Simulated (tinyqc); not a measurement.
Tight binding, honeycomb lattice, step by step. Computed by tinyqc, a small Python program that keeps every step. Settings: t1 = 0.95, t2 = 0, phi = 1.57, delta = 1.24, points = 6. Command: `OMP_NUM_THREADS=1 python tinyqc.py 26604 26605 out.jsonl` (the two numbers bound the seeds that draw the settings). One thread of a shared host (Intel(R) Xeon(R) Processor @ 2.60GHz), about 0.01 s of CPU time with the checks.

## Bloch Hamiltonian at k

Parameters chosen for this model:
```
parameter     value                        unit
t1         0.950000                 eV, nearest
t2                0       eV, second neighbours
phi        1.570000  rad, phase of t2 (Haldane)
delta      1.240000          eV, +/- on A and B
```

k point k (fractions of the reciprocal vectors): 0.040000  0.020000

H_AB = -t1 (1 + exp(-i k.a1) + exp(-i k.a2)); H_AA = delta - 2 t2 sum cos(k.b + phi), H_BB = -delta - 2 t2 sum cos(k.b - phi), b = a1, a2 - a1, -a2.

H(k) at k (eV):
```
                     A                    B
A             1.240000  -2.812663+0.355322i
B  -2.812663-0.355322i            -1.240000
```

## Levels at k

Diagonalise the Hermitian matrix.

eigenvalues (eV): -3.094338  3.094338

weights |c|^2 of the basis functions:
```
     band 1    band 2
A  0.299634  0.700366
B  0.700366  0.299634
```

## Bloch Hamiltonian at K

k point K (fractions of the reciprocal vectors): 0.333333  0.666667

As before.

H(k) at K (eV):
```
          A          B
A  1.240000   0.000000
B  0.000000  -1.240000
```

## Levels at K

As before.

eigenvalues (eV): -1.240000  1.240000

weights |c|^2 of the basis functions:
```
     band 1    band 2
A  0.000000  1.000000
B  1.000000  0.000000
```

## Bands along a path

The same steps at evenly spaced points between the labelled ones.

Bands along the path (eV):
```
k             band 1    band 2
G          -3.108070  3.108070
G-K 0.33   -2.706281  2.706281
G-K 0.67   -1.782084  1.782084
K          -1.240000  1.240000
K-M 0.33   -1.339072  1.339072
K-M 0.67   -1.495165  1.495165
M          -1.562082  1.562082
M-K' 0.33  -1.495165  1.495165
M-K' 0.67  -1.339072  1.339072
K'         -1.240000  1.240000
```

With 1 band(s) filled, the highest filled level on these points lies at K and the lowest empty one at K: a gap of 2.4800 eV, direct.

## Chern number of the lower band

On a 6 x 6 mesh, the phase of the product of overlaps around each plaquette (k1 then k2); the sum over 2 pi is an integer.

plaquette phases (rad):
```
           1          2          3          4          5          6
1   0.000000  -0.034742  -0.088705   0.000000   0.054698   0.025205
2   0.034742   0.000000  -0.088705  -0.187715   0.000000   0.054698
3   0.088705   0.088705   0.000000  -0.187715  -0.187715   0.000000
4   0.000000   0.187715   0.187715   0.000000  -0.088705  -0.088705
5  -0.054698   0.000000   0.187715   0.088705   0.000000  -0.034742
6  -0.025205  -0.054698   0.000000   0.088705   0.034742   0.000000
```

Chern number = 0.000000
